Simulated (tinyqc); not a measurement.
Formation energy of a charged point defect from supercell energies: one step, computed by the program tinyqc.

The host is a compound AB. Making the defect adds n_A = 1, n_B = -1 atoms to the cell. All total energies are inputs. E_F is counted from the valence-band maximum (VBM); x = 0 is A-rich and x = 1 B-rich growth.

Question. Chemical potentials. dmu_A = x dH and dmu_B = (1 - x) dH, so that dmu_A + dmu_B = dH; mu = mu(element) + dmu. The reservoir term is sum n_i mu_i.

Inputs (values chosen for the exercise, with gap and screening modelled on AlN):
```
quantity                     value  unit
mu_A of the pure element     -5.13    eV
mu_B of the pure element     -2.38    eV
formation enthalpy dH of AB  -2.43    eV
growth condition x            0.28     -
```

Defect: A on a B site. Supercell lattice: fcc.

Give: dmu_A; dmu_B; sum n_i mu_i.

Answer.

dmu_A = -0.6804 eV

dmu_B = -1.7496 eV

sum n_i mu_i = -1.6808 eV
